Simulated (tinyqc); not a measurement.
# p-type polysilicon, carrier trapping at grain boundaries: effect of the doping

One-dimensional grains of size Lg, uniform ionised doping N, monovalent traps Qt at each boundary at a depth Et below (for electrons) or above (for holes) the band edge there, abrupt depletion of width W on each side of a boundary, Boltzmann statistics. xi is the distance from the band edge at the grain centre to the Fermi level. Trapped charge Qt/(1 + exp((xi + VB - Et)/Vt)) = 2 N W, barrier VB = q N W^2/(2 eps0 eps_r).

If the trap equation with xi = Vt ln(NB/N) has a root W < Lg/2, the grain is partly depleted; otherwise W = Lg/2 and the trap equation gives xi = Et - VB + Vt ln(Qt/(N Lg) - 1). N* = Qt/Lg. n0 = NB exp(-xi/Vt); mean density n0 (1 - 2 W/Lg) by charge balance in a partly depleted grain, and n0 (sqrt(pi)/2) erf(u)/u with u = sqrt(VB/Vt) in a fully depleted one; v = sqrt(kB T/(2 pi ms m0)); barrier resistivity Vt exp(VB/Vt)/(q fe n0 v Lg); grain resistivity (1 - 2 W/Lg)/(q n0 mug); effective mobility 1/(q mean density total resistivity). Rows with xi above 0.45 V, towards mid-gap, are left out, since the other carrier type is ignored.

Inputs (values chosen for the exercise); values of the order met in polycrystalline silicon:
- T = 250 K (temperature)
- eps_r = 11.7 (relative permittivity)
- NB = 2.02e19 cm^-3 (valence-band density of states at T)
- Lg = 33 nm (grain size)
- Qt = 1.2e12 cm^-2 (trap density of a grain boundary)
- Et = 0.35 eV (depth of the trap level from the majority band edge at the boundary)
- ms = 0.46 m0 (mass for thermionic emission)
- fe = 0.25 (correction factor of the emission rate)
- mug = 160 cm^2/(V s) (mobility inside the grains)

Constants: q = 1.602176634e-19 C, kB = 1.380649e-23 J/K, m0 = 9.1093837015e-31 kg, Vt = kB T/q, eps0 = 8.8541878128e-14 F/cm where lengths are in cm. Results are converted to the units shown.

Effect of the doping:
columns A: N (cm^-3); B: N/N*; C: depleted share 2 W/Lg; D: VB (V); E: xi (V); F: mean density (cm^-3); G: resistivity (ohm cm); H: effective mobility (cm^2/(V s))
```
A             B        C         D        E         F        G      H
1.8e16  0.04950    1.000  0.003790   0.4099  1.042e11  4.864e5  123.1
3.5e16  0.09625    1.000  0.007369   0.3909  2.389e11  2.379e5  109.8
6.6e16   0.1815    1.000   0.01389   0.3686  6.165e11  1.142e5  88.62
1.3e17   0.3575    1.000   0.02737   0.3353  2.462e12  4.553e4  55.68
2.4e17   0.6600    1.000   0.05053   0.2852  2.020e13  1.305e4  23.68
4.6e17    1.265   0.7905   0.06051  0.08148  9.639e16    1.641  39.45
8.7e17    2.393   0.4180   0.03200  0.06775  5.064e17   0.2546  48.41
1.7e18    4.675   0.2139   0.01638  0.05332  1.336e18  0.07466  62.55
3.2e18    8.800   0.1136  0.008700  0.03969  2.836e18  0.03187  69.05
6.1e18    16.77  0.05961  0.004564  0.02580  5.736e18  0.01513  71.89
```

As N goes from 1.8e16 to 6.1e18, VB goes from 0.00379 through a maximum of 0.0605 (at N = 4.6e17 among the rows listed) to 0.00456 V, the resistivity falls from 4.86e5 to 0.0151 ohm cm and the effective mobility goes from 123 through a minimum of 23.7 (at N = 2.4e17 among the rows listed) to 71.9 cm^2/(V s). The steepest fall of the resistivity among the rows, as N^(-13.8), lies between N = 2.4e17 and 4.6e17 cm^-3; N* = 3.64e17 cm^-3. While the grain is fully depleted VB grows as N; once the traps are full it falls as 1/N. For N = 1.7e18, 3.2e18, 6.1e18 xi is under 2.5 Vt, where Boltzmann statistics begin to fail. For N = 1.8e16, 3.5e16, 6.6e16, 1.7e18, 3.2e18, 6.1e18 VB is below Vt, where abrupt depletion and thermionic emission are rough. For N = 4.6e17 the grain is near the changeover between partial and full depletion, within a few Debye lengths, where both limits are rough.

Computed by the program tinyqc: `OMP_NUM_THREADS=1 python tinyqc.py 2830238 2830239 out.jsonl`, one thread of a shared Intel Xeon 2.30GHz, about 0.01 s for the whole run.
